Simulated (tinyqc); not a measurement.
# Threshold switch as oscillator and as selector in a crossbar: what changes with what

Off state: I = Ith sinh(V/V0)/sinh(Vth/V0) up to Vth. On state: V = Vh + I Ron down to the holding current Ih, at Vl = Vh + Ih Ron. Switching is instantaneous.

Inputs (values chosen for the exercise); values of the order of Ge-Sb-Te and related chalcogenides: threshold voltage Vth = 1.9 V; holding voltage Vh = 0.62 V; on-state resistance Ron = 1.4 kohm; current at threshold Ith = 1.2 uA; voltage scale of the off-state sinh V0 = 0.25 V; holding current Ih = 20 uA; capacitance across the switch C = 420 fF; write current Iw = 100 uA; supply voltage Vs = 2.33 V.

Each table varies one quantity; the others keep the values above.

## Frequency against load

With a load RL from Vs and C across the switch, it oscillates if the load line misses both branches: (Vs - Vl)/Ih < RL < (Vs - Vth)/Ith. Charging without leakage takes RL C ln[(Vs - Vl)/(Vs - Vth)]; discharging takes (RL || Ron) C ln[(Vth - Ve)/(Vl - Ve)], Ve = (Vs Ron + Vh RL)/(Ron + RL). Here the charging time includes the off-state leakage: the integral of C dV/[(Vs - V)/RL - I(V)].

Frequency against load:

| RL (kohm) | charging, no leakage (ns) | charging (ns) | discharging (ns) | frequency (MHz) |
|---|---|---|---|---|
| 96 | 54.995 | 58.858 | 3.4224 | 16.056 |
| 110 | 63.015 | 68.233 | 3.0565 | 14.027 |
| 130 | 74.472 | 82.078 | 2.8271 | 11.778 |
| 150 | 85.929 | 96.531 | 2.7041 | 10.077 |
| 170 | 97.386 | 111.70 | 2.6257 | 8.7472 |
| 200 | 114.57 | 136.10 | 2.5492 | 7.2126 |
| 230 | 131.76 | 163.13 | 2.4988 | 6.0377 |
| 270 | 154.67 | 205.56 | 2.4533 | 4.8075 |

What does the table show?

The frequency falls from 16.1 to 4.81 MHz, as RL^(-0.99) between the first two rows and RL^(-1.42) between the last two. Leakage lengthens the charging by 7.0 % in the first row and 33 % in the last; the period diverges at RL = 358 kohm.

## Array size against supply voltage

In an N x N array driven at Vs, the V/2 scheme puts Vs/2 on 2 (N - 1) cells; the V/3 scheme puts Vs/3 on all N^2 - 1 others, N - 1 of them on the selected row. Row leakage is (N - 1) I; wasted power is the number of cells times V I. The largest N keeps the row leakage below a tenth of Iw.

Results:

| Vs (V) | I at Vs/2 (nA) | largest N, V/2 | largest N, V/3 |
|---|---|---|---|
| 1.99 | 32.13 | 312.3 | 1179 |
| 2.24 | 52.98 | 189.7 | 843.3 |
| 2.48 | 85.63 | 117.8 | 611.9 |
| 2.73 | 141.2 | 71.83 | 438.4 |
| 2.97 | 228.2 | 44.83 | 318.5 |
| 3.46 | 607.9 | 17.45 | 166.2 |
| 3.7 | 982.5 | 11.18 | 120.9 |

Estimate the missing row, Vs = 3.22 V.

Computed row:

| Vs (V) | I at Vs/2 (nA) | largest N, V/2 | largest N, V/3 |
|---|---|---|---|
| 3.22 | 376.2 | 27.58 | 228.5 |

With this row back in the table: The half-select current grows a decade every 2 V0 ln 10 = 1.15 V, so the largest N falls from 312 to 11.2 in the V/2 scheme and from 1180 to 121 in the V/3 scheme. Vs must stay below 2 Vth = 3.80 V (V/2) or half-selected cells switch.

Range of the model: Delay times, drift of Vth and line resistance are left out.

tinyqc, about 0.01 s, one thread, Intel Xeon 2.30GHz (shared host): `OMP_NUM_THREADS=1 python tinyqc.py 2490130 2490131 out.jsonl`
